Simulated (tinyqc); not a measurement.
Rayleigh-quotient iteration on a symmetric matrix, step by step. One step of it, computed by the program tinyqc.

Task: Step 1. solve (A - shift) w = v; v' = w/|w| with its largest component positive (the first on a tie); lambda = v'^T A v'; the next shift is lambda.

A, lower triangle:
```
           1          2          3         4         5
1   1.376000
2  -0.527000   2.636000
3  -0.928000  -0.162000   4.862000
4   0.585000  -0.080000  -0.513000  5.473000
5   0.015000  -0.311000   0.258000  0.192000  5.512000
```

vector v at the start: 0.447214  0.447214  0.447214  0.447214  0.447214

shift = -0.040000

Give: vector after step 1; Rayleigh quotient after step 1.

Result:

vector after step 1: 0.8234  0.4524  0.3100  0.0671  0.1291

Rayleigh quotient after step 1 = 1.1736
